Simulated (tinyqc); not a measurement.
# From nose temperature back to interface energy gamma

Model: classical nucleation, growth and JMAK kinetics of crystallisation from a melt or glass. Computed by tinyqc, a small Python program. Command: `OMP_NUM_THREADS=1 python tinyqc.py 3004673 3004674 out.jsonl nucl inv`. One thread of a shared host (Intel(R) Xeon(R) Processor @ 2.30GHz), about 0.02 s of CPU time with the checks.

A spherical nucleus with a sharp interface of isotropic energy gamma; lambda = Omega^(1/3) is the jump distance.

Inputs (values chosen for the exercise, for a model substance):
```
quantity,value,unit
melting point T_m,850,K
heat of melting per volume H,2080,J/cm^3
atomic volume Omega,16.9,angstrom^3
diffusion prefactor D0,1.5e-05,m^2/s
activation energy Q,1.57,eV
```

Nucleation: homogeneous. Driving force: Turnbull (linear).

Constants: k_B = 8.617333262e-05 eV/K; k_B = 1.380649e-23 J/K.

Method:
- Driving force per volume: dG = H (T_m - T)/T_m.
- Shape factor f = 1.
- W(r) = f [4 pi r^2 gamma - (4/3) pi r^3 dG]; r* = 2 gamma/dG; W* = f 16 pi gamma^3/(3 dG^2); n* = f (4/3) pi r*^3/Omega.
- D = D0 exp(-Q/(k_B T)); attachment rate k+ = (A*/lambda^2) D/lambda^2 with A* = 4 pi r*^2; Zeldovich factor Z = sqrt(W*/(3 pi k_B T))/n*; sites per volume N = 1/Omega; I = N Z k+ exp(-W*/(k_B T)); lag time = 1/(4 pi Z^2 k+).
- Growth (Wilson-Frenkel): u = (D/lambda) [1 - exp(-dG Omega/(k_B T))].
- JMAK with steady nucleation and growth, nuclei spread at random: extended fraction X_e = (pi/3) I u^3 t^4, X = 1 - exp(-X_e); t_X = [-3 ln(1 - X)/(pi I u^3)]^(1/4); final grains per volume = Gamma(5/4) (3/pi)^(1/4) (I/u)^(3/4), Gamma(5/4) = 0.9064024771.
- The nose is the T between 0.3 and 0.97 T_m where I u^3 is largest; the time is for X = 1e-6, and the critical cooling rate is estimated as (T_m - T_nose)/t_nose.

Task: A run gave the result below. Find the interface energy gamma, known to lie between 0.14 and 0.43 J/m^2.

nose temperature = 552.6871 K

Result:

Each step takes the trial c = (a f_b - b f_a)/(f_b - f_a), f being the result less the target and a, b, c the logarithms of the listed values; c replaces end b, the old b replaces a if the sign of f changed, and otherwise f_a is halved.

Scan of the range:
```
interface energy gamma (J/m^2),nose temperature (K)
0.140,643.163
0.169,609.846
0.204,572.899
0.245,534.018
0.296,491.944
0.357,450.040
0.430,410.443
```

False position (Illinois rule, in the logarithm of the input) inside the bracket:
```
step,end a,end b,trial,nose temperature (K)
1,0.204000,0.245000,0.224376,552.994
2,0.245000,0.224376,0.224696,552.691
3,0.245000,0.224696,0.224704,552.683
4,0.224696,0.224704,0.224700,552.687
```

Nose temperature falls at every point of a 13-point scan of the range (every second point is shown), so one value fits; it is bracketed by 0.204 and 0.245. Answer: interface energy gamma = 0.2247 J/m^2.
